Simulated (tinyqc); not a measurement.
Two-mode optical phonons of a ternary alloy from two coupled oscillators: one step, computed by the program tinyqc.

An alloy A(x)B(1-x)C has an A-C and a B-C bond oscillator. Each TO frequency moves linearly from the impurity mode (dilute end) to the TO of the pure crystal; each strength is proportional to the number of bonds.

Question. The two oscillators. omega_1 = (impurity mode of A) + x (omega_TO,AC - impurity mode of A); omega_2 = (impurity mode of B) + (1 - x)(omega_TO,BC - impurity mode of B); eps_inf = x eps_AC + (1 - x) eps_BC; strengths W_1 = x eps_AC (omega_LO,AC^2 - omega_TO,AC^2), W_2 = (1 - x) eps_BC (omega_LO,BC^2 - omega_TO,BC^2).

Inputs (values chosen for the exercise, modelled on In(x)Ga(1-x)As, with A-C the InAs-like and B-C the GaAs-like bond):

| quantity | value | unit |
|---|---|---|
| omega_TO of pure AC | 216.6 | 1/cm |
| omega_LO of pure AC | 240.5 | 1/cm |
| omega_TO of pure BC | 270 | 1/cm |
| omega_LO of pure BC | 291 | 1/cm |
| eps_inf of AC | 12.3 | - |
| eps_inf of BC | 10.8 | - |
| impurity mode of A in BC | 232.5 | 1/cm |
| impurity mode of B in AC | 245.3 | 1/cm |
| fraction x of A | 0.4 | - |

Give: omega_1 (A-C, TO); omega_2 (B-C, TO); eps_inf; W_1; W_2.

Answer.

omega_1 (A-C, TO) = 226.14 1/cm

omega_2 (B-C, TO) = 260.12 1/cm

eps_inf = 11.4

W_1 = 53749 1/cm^2

W_2 = 76340.88 1/cm^2
